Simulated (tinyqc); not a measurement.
# Double-gate transistor below threshold, two-dimensional Poisson equation on a small mesh: effects of single changes

Half of a symmetric double-gate structure: row 0 is the mid-plane of the body, where the normal field vanishes. Mobile charge is neglected (subthreshold), the body is fully depleted, and potentials are counted from the intrinsic level; rows run upward to the gate, columns from source to drain.

Parameters, values chosen for the exercise; semiconductor permittivity close to that of silicon: temperature T = 400 K; relative permittivity of the semiconductor eps_r = 11.6; relative permittivity of the insulator eox = 7.5; half the body thickness tb = 4 nm; insulator thickness tox = 2.3 nm; channel length L = 22 nm; acceptor density of the depleted body Na = 0 cm^-3; potential of the source Vbi = 0.54 V; gate offset Vfb = -0.02 V; gate voltage Vg = 0 V; drain voltage Vd = 0.3 V.

Constants: q = 1.602176634e-19 C, kB = 1.380649e-23 J/K, Vt = kB T/q, eps0 = 8.8541878128e-14 F/cm where lengths are in cm. Results are converted to the units shown.

Each table varies one quantity; the others keep the values above.

## Effect of the acceptor density of the depleted body

Mesh: rows i = 0..12 in the semiconductor (step hs = tb/12, row 12 on the interface), then 8 step(s) ho = tox/8 up to the gate row 20; columns j = 0..80 (step hy = L/80). Box integration, divided by eps0: up_i = eps hy/h of the interval above row i, dn_i = that of the interval below (0 for row 0), lat_i = (sum of eps h/2 over the intervals above and below)/hy, s_i = -q Na w_i hy/eps0 with w_i the semiconductor height of the box (hs/2 for row 0 and the interface row, hs between, 0 in the insulator). Each free node obeys (up + dn + 2 lat) psi = up psi(above) + dn psi(below) + lat [psi(left) + psi(right)] + s. Fixed values: gate row Vg - Vfb; column 0 at Vbi and the last column at Vbi + Vd in the semiconductor, each running linearly to Vg - Vfb across the insulator. The system is solved directly. On row 0 the minimum of psi and its place come from a parabola through the three lowest nodes; barrier = Vbi - minimum, swing = Vt ln 10/(d psi/dVg), DIBL = (d psi/dVd)/(d psi/dVg) there. Lambda = pi/k with k the smallest positive root of tan(k tox) tan(k tb) = eox/eps_r.

Effect of the acceptor density of the depleted body:
```
Na (cm^-3)  L/Lambda  barrier (V)  place y/L  swing (mV/decade)  DIBL (mV/V)
0              1.522       0.3840     0.4513              101.0        104.6
5e17           1.522       0.3981     0.4525              101.0        105.1
1e18           1.522       0.4122     0.4535              100.9        105.6
2e18           1.522       0.4405     0.4555              100.9        106.6
3e18           1.522       0.4687     0.4573              100.8        107.5
5e18           1.522       0.5252     0.4606              100.7        109.2
```

Read the table: what changes, and by how much?

As Na goes from 0 to 5e18 cm^-3, the barrier rises from 0.384 to 0.525 V, the swing stays near 101 mV a decade and DIBL rises from 105 to 109 mV/V; the ideal swing is 79.4. The barrier top moves from y/L = 0.451 to 0.461.

## Effect of the channel length

Same model as above.

Result of one run:
```
L (nm)  L/Lambda  barrier (V)  place y/L  swing (mV/decade)  DIBL (mV/V)
13        0.8994       0.1800     0.4041              173.8        419.5
```

What becomes of these results when the channel length L is changed from 13 to 28 nm, all else the same?

Result of the changed run:
```
L (nm)  L/Lambda  barrier (V)  place y/L  swing (mV/decade)  DIBL (mV/V)
28         1.937       0.4486     0.4624              89.40        48.92
```

The whole series:
```
L (nm)  L/Lambda  barrier (V)  place y/L  swing (mV/decade)  DIBL (mV/V)
13        0.8994       0.1800     0.4041              173.8        419.5
16         1.107       0.2660     0.4287              132.8        250.0
19         1.314       0.3333     0.4425              112.5        158.5
23         1.591       0.3978     0.4536              98.27        91.63
28         1.937       0.4486     0.4624              89.40        48.92
34         2.352       0.4827     0.4691              84.31        24.14
42         2.906       0.5043     0.4750              81.37        9.789
51         3.528       0.5141     0.4794              80.11        3.633
```

As L goes from 13 to 51 nm, the barrier rises from 0.180 to 0.514 V, the swing falls from 174 to 80.1 mV a decade and DIBL falls from 420 to 3.63 mV/V; the ideal swing is 79.4. L/Lambda goes from 0.90 to 3.5. Between the last two rows DIBL decays with a length of 9.08 nm; 2 Lambda/pi is 9.20 nm. At L = 13 nm the barrier is under 6 Vt, so mobile charge, neglected here, begins to count.

## Refining the mesh

The mesh has 2 c steps in the semiconductor (rows from 0 up to the interface), c steps in the insulator and 8 c along the channel, each uniform. The system is solved directly; psi is read on row 0 at mid-channel.

Refining the mesh:
```
c   unknowns  psi at mid-channel (V)  d psi/dVg
1         21                  0.1704     0.7756
2         90                  0.1623     0.7877
3        207                  0.1607     0.7900
4        372                  0.1602     0.7907
6        846                  0.1598     0.7913
8       1512                  0.1597     0.7915
12      3420                  0.1596     0.7917
```

psi at mid-channel goes from 0.1704 V on the coarsest mesh to 0.1596 V on the finest, a difference of 11 mV. d psi/dVg changes by 0.012 from c = 1 to 2, by 0.0031 from 2 to 4 and by 7.7e-4 from 4 to 8, a ratio of 4.0 between the last two, near the 4 of a second-order scheme.

tinyqc, about 0.2 s, one thread, Intel Xeon 2.30GHz (shared host): `OMP_NUM_THREADS=1 python tinyqc.py 2480155 2480156 out.jsonl`
